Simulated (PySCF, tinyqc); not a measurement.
CID on RHF in the sto-3g basis, frozen core, for BeH+, spin multiplicity 1, step by step. The lowest restricted solution is unstable here: a spin-polarised one lies 0.0593 hartree lower (PySCF). One step of it, computed by the program tinyqc.

Task: CID: determinants and Hamiltonian. Slater-Condon rules over spin orbitals, with the nuclear repulsion and the energy of the frozen orbital added and E(HF) subtracted on the diagonal. Only determinants linked to the reference directly or through others are kept (one block of an abelian symmetry group), so some states are absent.

one-electron integrals dressed by the frozen orbital, h + 2 (pq|11) - (p1|1q) (hartree), order 2, 3, 4, 5, 6:
$$\begin{pmatrix}
-0.958014 & 0.043286 & 0.000000 & 0.000000 & -0.015036 \\
0.043286 & -0.828913 & 0.000000 & 0.000000 & -0.038733 \\
0.000000 & 0.000000 & -0.721508 & 0.000000 & 0.000000 \\
0.000000 & 0.000000 & 0.000000 & -0.721508 & 0.000000 \\
-0.015036 & -0.038733 & 0.000000 & 0.000000 & -0.713396
\end{pmatrix}$$

energy of the frozen orbital, 2 h_11 + (11|11) = -13.88528043 hartree

Two-electron integrals over orbitals (pq|rs), unique and non-zero (hartree); the lowest 1 orbital is frozen and left out:
```
(22|22) 0.387020    (32|22) -0.043286   (32|32) 0.118325    (33|22) 0.348782
(33|32) -0.027504   (33|33) 0.383310    (42|42) 0.052597    (43|42) 0.039598
(43|43) 0.039808    (44|22) 0.338985    (44|32) 0.077356    (44|33) 0.326781
(44|44) 0.449859    (52|52) 0.052597    (53|52) 0.039598    (53|53) 0.039808
(54|54) 0.024249    (55|22) 0.338985    (55|32) 0.077356    (55|33) 0.326781
(55|44) 0.401360    (55|55) 0.449859    (62|22) 0.015036    (62|32) 0.056564
(62|33) -0.041439   (62|44) 0.059897    (62|55) 0.059897    (62|62) 0.088930
(63|22) 0.047649    (63|32) -0.110377   (63|33) 0.015171    (63|44) -0.059002
(63|55) -0.059002   (63|62) -0.041843   (63|63) 0.120251    (64|42) 0.014527
(64|43) -0.001471   (64|64) 0.020454    (65|52) 0.014527    (65|53) -0.001471
(65|65) 0.020454    (66|22) 0.385773    (66|32) -0.018581   (66|33) 0.369853
(66|44) 0.359575    (66|55) 0.359575    (66|62) 0.017602    (66|63) 0.012761
(66|66) 0.413570
```

nuclear repulsion = 0.89124583 hartree

Hartree-Fock energy = -14.52304217 hartree

Give: determinants; H - E(HF) between determinants.

Result:

Occupation strings over the orbitals (2 doubly, a alpha, b beta, 0 empty; spin orbitals ordered 1a 1b 2a 2b ...): 220000 202000 20a00b 200200 200020 20b00a 200002

H - E(HF) between determinants (hartree), order 220000, 202000, 20a00b, 200200, 200020, 20b00a, 200002:
$$\begin{pmatrix}
0.0000 & 0.1183 & 0.0566 & 0.0526 & 0.0526 & -0.0566 & 0.0889 \\
0.1183 & 0.2545 & -0.0236 & 0.0398 & 0.0398 & 0.0236 & 0.1203 \\
0.0566 & -0.0236 & 0.3566 & -0.0015 & -0.0015 & -0.1203 & -0.0260 \\
0.0526 & 0.0398 & -0.0015 & 0.5359 & 0.0242 & 0.0015 & 0.0205 \\
0.0526 & 0.0398 & -0.0015 & 0.0242 & 0.5359 & 0.0015 & 0.0205 \\
-0.0566 & 0.0236 & -0.1203 & 0.0015 & 0.0015 & 0.3566 & 0.0260 \\
0.0889 & 0.1203 & -0.0260 & 0.0205 & 0.0205 & 0.0260 & 0.5158
\end{pmatrix}$$
